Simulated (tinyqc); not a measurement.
## Resistance of a source-drain extension with a graded tip: abruptness at a fixed junction position

y runs along the channel, the gate covers y > 0. The doping is N0 for y < y0 and N0 10^(-(y - y0)/la) beyond, uniform over the depth xj. Sheet conductance s(y) = q mu(N) max(N - Nch, 0) xj + (for y > 0) ma Cox Vo, with mu(N) = u0 + (u1 - u0)/(1 + (N/Nr)^au) and Cox = eps0 eox/tox. Current is taken as one-dimensional; depletion of the tip, spreading and the contact are left out. The metallurgical junction lies at yj, where N = Nch.

R_spacer = integral of dy/s from -Ls to 0, R_ov from 0 to yj, R_channel = (Lg - 2 yj)/(ma Cox Vo), R_total = 2 R_spacer + 2 R_ov + R_channel. Electrical length L_eff = ma Cox dR_total/d(1/Vo); R_series = R_total - L_eff/(ma Cox Vo). y0 is moved with la so that yj stays at 16.218 nm.

Values chosen for this exercise; mobility law close to that of electrons in silicon:

| symbol | value | unit | meaning |
|---|---|---|---|
| eox | 24.5 |  | relative permittivity of the gate insulator (close to zirconium oxide) |
| tox | 3.9 | nm | insulator thickness |
| N0 | 7.3e19 | cm^-3 | active doping of the extension far from the gate |
| xj | 8 | nm | depth of the extension |
| Nch | 6.5e17 | cm^-3 | channel doping |
| Ls | 24 | nm | spacer length |
| Vo | 0.6 | V | gate overdrive |
| ma | 200 | cm^2/(V s) | mobility of the gate-induced layer |
| u1 | 1414 | cm^2/(V s) | mobility at low doping |
| u0 | 68.5 | cm^2/(V s) | mobility at high doping |
| Nr | 9.2e16 | cm^-3 | reference doping |
| au | 0.711 |  | exponent |
| Lg | 90 | nm | gate length |

Constants: q = 1.602176634e-19 C, eps0 = 8.8541878128e-14 F/cm where lengths are in cm. Results are converted to the units shown.

The same in every row: yj (nm) = 16.22; R_channel (ohm um) = 86.24.

Result of one run:
```
R_spacer (ohm um)	R_ov (ohm um)	R_total (ohm um)	L_eff (nm)	R_series (ohm um)
32.32	13.96	178.8	69.29	74.99
```

Which lateral abruptness la gave this result: 1, 2.3, 4.9, 6.1 or 8.7 nm/decade?

la = 2.3 nm/decade.

The whole series:
```
la (nm/decade)	R_spacer (ohm um)	R_ov (ohm um)	R_total (ohm um)	L_eff (nm)	R_series (ohm um)
1	32.32	12.57	176.0	66.77	75.99
2.3	32.32	13.96	178.8	69.29	74.99
3.6	32.32	15.35	181.6	71.80	74.00
4.9	32.32	16.74	184.4	74.32	73.01
6.1	32.32	18.02	186.9	76.65	72.09
7.4	32.32	19.41	189.7	79.16	71.09
8.7	32.80	20.68	193.2	81.52	71.06
10	35.78	21.49	200.8	83.19	76.15
```

As la goes from 1 to 10 nm/decade, R_total rises from 176 to 201 ohm um, R_spacer rises from 32.3 to 35.8 ohm um and R_ov rises from 12.6 to 21.5 ohm um. R_total changes on average by 2.75 ohm um for each nm/decade. L_eff exceeds the metallurgical length by 9.20 nm in the first row and 25.6 nm in the last, since the gate also controls the lightly doped tips.

Program tinyqc, `OMP_NUM_THREADS=1 python tinyqc.py 2282222 2282223 out.jsonl`; Intel Xeon 2.30GHz, shared host, one thread, about 0.03 s.
